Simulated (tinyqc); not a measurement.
Field-effect mobility of a thin-film transistor with band-tail and deep states (multiple trapping). Changing the tail width E_t. Computed by tinyqc, a small Python program. Command: `OMP_NUM_THREADS=1 python tinyqc.py 3013562 3013563 out.jsonl tft sweep`. One thread of a shared host (Intel(R) Xeon(R) Processor @ 2.30GHz), about 0.1 s of CPU time with the checks.

A thick film in accumulation at small drain voltage. Only free electrons move; trapped ones still screen the gate. N_c and mu_0 are held fixed when T changes, leaving out the T^(3/2) growth of N_c. x = E_0 - psi is the distance of the Fermi level below the band edge.

Inputs (values chosen for the exercise, modelled on amorphous silicon):
```
quantity                                           value         unit
permittivity eps                                    11.8            -
effective density of states N_c                  2.2e+20       1/cm^3
band mobility mu_0                                   8.9   cm^2/(V s)
tail density at the edge g_t                     1.4e+21  1/(eV cm^3)
flat-band Fermi level below the edge, E_0           0.49           eV
equivalent oxide thickness t                          10           nm
surface band bending psi_s as a fraction of E_0     0.78            -
temperature T                                        300            K
```

Deep states: none.

Constants: k_B = 8.617333262e-05 eV/K; e = 1.602176634e-19 C; eps_0 = 8.8541878128e-12 F/m.

Method:
- F_j(eta) = int_0^infinity x^j/(1 + exp(x - eta)) dx, without a gamma-function factor.
- Integrals over x = E/(k_B T) use 160 Gauss-Legendre points in u = sqrt(x) from 0 to sqrt(max(eta, 0) + 32).
- Free n(x) = N_c (2/sqrt(pi)) F_1/2(-x/k_B T), with F_1/2 from its two-term series in exp(-x/k_B T) for x >= 12 k_B T; tail n_t(x) = int_0^1.2eV g_t exp(-E/E_t)/(1 + exp((x - E)/k_B T)) dE, E counted down from the edge, 120 Gauss-Legendre points; space charge rho(psi) = n + n_t less its value at psi = 0.
- Poisson: F(psi) = sqrt((2 e/(eps eps_0)) int_0^psi rho dpsi'); V_G - V_FB = psi_s + eps F(psi_s) t/3.9; free sheet density N_f = int (n - n(E_0))/F dpsi; induced sheet density N_i = eps eps_0 F(psi_s)/e; trapezoid rule on 301 even points in psi, the first interval left out of N_f.
- mu_eff = mu_0 N_f/N_i; field-effect mobility mu_FE = mu_0 e (dN_f/dV_G)/C_ox and swing S = dV_G/dlog10(N_f), by a central difference of +/- 2 mV in psi_s; C_ox = 3.9 eps_0/t.

One run for each value:
```
tail width E_t (meV)  effective mobility mu_eff (cm^2/(V s))  V_G - V_FB (V)  swing S (mV/decade)
12.0                                                  7.8057          0.9117               1334.1
21.7                                                  5.6956          0.9933               1425.7
31.4                                                  2.9638          1.1764               1396.9
41.1                                                  1.3948          1.4650               1344.4
50.9                                                  0.7095          1.8348               1337.4
70.3                                                  0.2562          2.6903               1395.5
80.0                                                  0.1746          3.1425               1438.3
```

Give the missing row, tail width E_t (meV) = 60.6.

Computed row:
```
tail width E_t (meV)  effective mobility mu_eff (cm^2/(V s))  V_G - V_FB (V)  swing S (mV/decade)
60.6                                                  0.4062          2.2492               1359.3
```

Interpolating between the two neighbouring rows (the first column on a logarithmic scale, the others too where they are positive) misses most in effective mobility mu_eff (cm^2/(V s)), by 0.74 %. Over the rows, effective mobility mu_eff (cm^2/(V s)) falls from 7.81 to 0.175 (exponent d ln y / d ln x -0.53 between the first rows and -3.0 between the last); V_G - V_FB (V) rises from 0.912 to 3.14 (exponent d ln y / d ln x 0.14 between the first rows and 1.2 between the last); swing S (mV/decade) lies between 1330 and 1440 without a single trend.

Extremes, crossings and ranges named in words are read from the listed rows.
